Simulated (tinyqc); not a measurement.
MOSFET in saturation, small-signal circuit and noise: integrated noise against bandwidth.

Bias by the inversion coefficient IC = I/Ispec (charge-based model with velocity saturation; weak inversion below 0.1, strong above 10). Common-source circuit: gm, gds, Cgs, Cgd and Cj at the inner nodes, Rg in series with the gate; quasi-static, no source or drain resistance, no gate-body capacitance, no substrate network, no induced gate noise, so fmax is an upper estimate.

Ispec = 2 n mu Cox (W/L) Vt^2, lc = Ls/L, gms = [sqrt((lc IC + 1)^2 + 4 IC) - 1]/[2 + lc (lc IC + 1)], gm = gms Ispec/(n Vt), gds = sg gm. qs = [sqrt(1 + 4 IC) - 1]/2, Cgs = Cox W L qs (2 qs + 3)/(3 (qs + 1)^2) + Cov W, Cgd = Cov W, Cd = Cj W, Rg = Rsh (Wf/L)/(12 Nf) + Rc/W with Nf = W/Wf fingers (not rounded) contacted at both ends. Channel noise Sid = 4 kB T gam n gm with gam = (1/2 + (2/3) qs)/(1 + qs) + gw lc IC, qs = [sqrt(1 + 4 IC) - 1]/2, lc = Ls/L (the last term an empirical rise with velocity saturation); at the gate, white noise Sw = Sid/gm^2 + 4 kB T Rg. Number fluctuation with correlated mobility: S(f) = K/f, K = q^2 Vt lt Nt/(W L Cox^2) (1 + ac mu Cox I/gm)^2, Vt in eV with Nt per eV. Corner fc = K/Sw. Mean square from f1 = 100 Hz to B: Sw (B - f1) + K ln(B/f1).

Inputs (values chosen for the exercise):
- T = 273 K (temperature)
- L = 65 nm (gate length)
- W = 5 um (total gate width)
- Cox = 1.85 uF/cm^2 (gate capacitance)
- mu = 300 cm^2/(V s) (mobility)
- n = 1.23 (slope factor)
- Ls = 20 nm (velocity-saturation length)
- Rsh = 15 ohm (sheet resistance of the gate)
- Wf = 0.5 um (finger width)
- Rc = 200 ohm um (gate contact and vertical resistance)
- IC = 0.31 (inversion coefficient)
- gw = 0.04 (short-channel excess of the noise factor)
- Nt = 7.4e17 cm^-3 eV^-1 (oxide trap density)
- lt = 0.1 nm (tunnelling length into the oxide)
- ac = 0 V s/C (Coulomb scattering coefficient)

Constants: q = 1.602176634e-19 C, kB = 1.380649e-23 J/K, Vt = kB T/q. Results are converted to the units shown.

Result of one run:
```
B (Hz)  spot noise at B (nV/Hz^0.5)  white part (uV rms)  1/f part (uV rms)  total (uV rms)
1e5                          63.551               1.4564             52.680          52.701
```

What becomes of these results when the upper band edge B is changed from 1e5 to 1000 Hz, all else the same?

Result of the changed run:
```
B (Hz)  spot noise at B (nV/Hz^0.5)  white part (uV rms)  1/f part (uV rms)  total (uV rms)
1000                         633.86              0.13823             30.415          30.415
```

The whole series:
```
B (Hz)  spot noise at B (nV/Hz^0.5)  white part (uV rms)  1/f part (uV rms)  total (uV rms)
1000                         633.86              0.13823             30.415          30.415
10000                        200.49              0.45847             43.013          43.016
1e5                          63.551               1.4564             52.680          52.701
1e6                          20.567               4.6076             60.830          61.004
1e7                          7.8363               14.571             68.010          69.554
1e8                          5.0249               46.078             74.501          87.599
1e9                          4.6512               145.71             80.471          166.46
```

The 1/f part adds the same power, K ln 10, in each decade and grows only from 30.4 to 80.5 uV; the white part grows as sqrt(B). It overtakes the 1/f part by B = 1e9 Hz among the rows, above the corner fc = 1.89e7 Hz of the spot noise.

Numbers from tinyqc (`OMP_NUM_THREADS=1 python tinyqc.py 2150008 2150009 out.jsonl`; about 0.01 s on one thread of a shared Intel Xeon 2.30GHz).
